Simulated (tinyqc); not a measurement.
Changing the crack length L: wafer bonding and layer transfer: bond energy, gap closing, particles, bonding of dissimilar wafers and hydrogen blisters. Computed by tinyqc, a small Python program. Command: `OMP_NUM_THREADS=1 python tinyqc.py 3008356 3008357 out.jsonl bond sweep`. One thread of a shared host (Intel(R) Xeon(R) Processor @ 2.30GHz), about 0.01 s of CPU time with the checks.

gamma is the energy per area of each of the two surfaces; plates are isotropic, and both wafers have E1 and t1.

Inputs (values chosen for the exercise, with wafer 1 close to silicon): Young's modulus E1 = 157 GPa; Poisson ratio nu = 0.23; thickness t1 = 775 micrometre; blade thickness t_b = 230 micrometre; particle radius h = 0.7 micrometre; radius of a shallow gap R = 0.18 mm; half height of the gap h_g = 4.2 nm.

Pair: two equal wafers.

Method:
- Two cantilevers opened by t_b: gamma = 3 t_b^2 E1 t1^3 E2 t2^3/(16 L^4 (E1 t1^3 + E2 t2^3)).
- E' = E1/(1 - nu^2), equal wafers of thickness t1 assumed. A gap of radius R closes if h_g < h_c: h_c = R^2/sqrt((2/3) E' t1^3/gamma) for R > 2 t1 (plate bending), h_c = 3.6 sqrt(R gamma/E') for R < 2 t1 (local deformation).
- E' = E1/(1 - nu^2), equal wafers assumed. Void radius in the plate regime: R_v = [(2/3) E' t1^3/gamma]^(1/4) h^(1/2). Below h_crit = 5 sqrt(t1 gamma/E') the wafers deform locally and R_v is of the order of h (taken as h).

One run for each value:
```
crack length L (mm)  bond energy gamma (J/m^2)  void radius (micrometre)  closable height h_c (nm)
23                                       1.295                      2100                     135.0
27                                       0.682                      2466                      98.0
31                                       0.392                      2831                      74.3
36                                       0.216                      3288                      55.1
49                                       0.063                      4475                      29.7
57                                       0.034                      5205                      22.0
67                                       0.018                      6119                      15.9
```

Give the missing row, crack length L (mm) = 42.

Computed row:
```
crack length L (mm)  bond energy gamma (J/m^2)  void radius (micrometre)  closable height h_c (nm)
42                                       0.116                      3835                      40.5
```

Interpolating between the two neighbouring rows (linearly) misses most in bond energy gamma (J/m^2), by 25 %. Over the rows, bond energy gamma (J/m^2) falls from 1.30 to 0.0180 (exponent d ln y / d ln x about -4.0 throughout); void radius (micrometre) rises from 2100 to 6120 (exponent d ln y / d ln x about 1.0 throughout); closable height h_c (nm) falls from 135 to 15.9 (exponent d ln y / d ln x about -2.0 throughout). The exponent of bond energy gamma stays at -4: beam compliance goes as L^3.
